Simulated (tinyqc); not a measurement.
Levels against anisotropy: donor in an ellipsoidal valley (Kohn-Luttinger variational method). Computed by tinyqc, a small Python program. Command: `OMP_NUM_THREADS=1 python tinyqc.py 3030546 3030547 out.jsonl kohnlutt walk`. One thread of a shared host (Intel(R) Xeon(R) Processor @ 2.30GHz), about 0.03 s of CPU time with the checks.

H = -(d^2/dx^2 + d^2/dy^2) - gamma d^2/dz^2 - 2/r in units built on m_t, with gamma = m_t/m_l and z along the valley axis. One valley; no valley-orbit or central-cell term.

Inputs (values chosen for the exercise, for a model semiconductor): transverse mass m_t = 0.193 m_0; longitudinal mass m_l = 2.08 m_0; dielectric constant eps = 5.58.

Constants: Ry = 13.605693123 eV; a_0 = 0.529177210903 angstrom.

Method:
- Ry* = Ry m_t/eps^2, a* = a_0 eps/m_t, gamma = m_t/m_l.
- Trial function exp(-sqrt((x^2 + y^2)/a^2 + z^2/b^2)) with beta = b/a < 1: E = t/a^2 - u/a, t = (2 + gamma/beta^2)/3, u = 2 arcsin(sqrt(1 - beta^2))/sqrt(1 - beta^2); the best a is 2 t/u and E(beta) = -u^2/(4 t).
- The trial energy is minimised over beta by golden section from 0.05 to 0.999, 60 steps.
- Gaussian basis: g = P exp(-al (x^2 + y^2) - be z^2) with P = 1 (s-like), z (2p0) or x (2p+-); al = 0.004 x 2.6^k, k = 0..11, and be/al = 1, gamma^(-1/2) or 1/gamma (36 functions); 1/r = (2/sqrt(pi)) int exp(-t^2 r^2) dt by 48 Gauss-Legendre points after t = sqrt(al_i + al_j) tan(theta); overlap eigenvalues below 1e-10 are dropped.

gamma = 0.0927885

Binding energies (Ry*):

| gamma | 1s, trial | 1s, Gaussians | 2p0 | 2p+- |
|---|---|---|---|---|
| 0.023 | 2.3523 | 2.3731 | 1.3093 | 0.38715 |
| 0.046 | 2.1189 | 2.1314 | 1.0538 | 0.37065 |
| 0.093 | 1.8655 | 1.8718 | 0.8137 | 0.34988 |
| 0.140 | 1.7135 | 1.7173 | 0.6874 | 0.33588 |
| 0.210 | 1.5615 | 1.5636 | 0.5735 | 0.32059 |
| 0.460 | 1.2712 | 1.2716 | 0.3881 | 0.28721 |
| 0.790 | 1.0798 | 1.0798 | 0.2873 | 0.26165 |

What does the comparison show, and why?

As gamma falls from 0.79 to 0.023, 1s deepens from 1.080 to 2.373 Ry*, on the way from the hydrogen value 1 to the two-dimensional limit 4; 2p+- moves from 0.262 to 0.387 (limits 1/4 and 4/9), while 2p0 climbs from 0.287 to 1.309 and joins 1s as gamma tends to 0.

Extremes, crossings and ranges named in words are read from the listed rows.
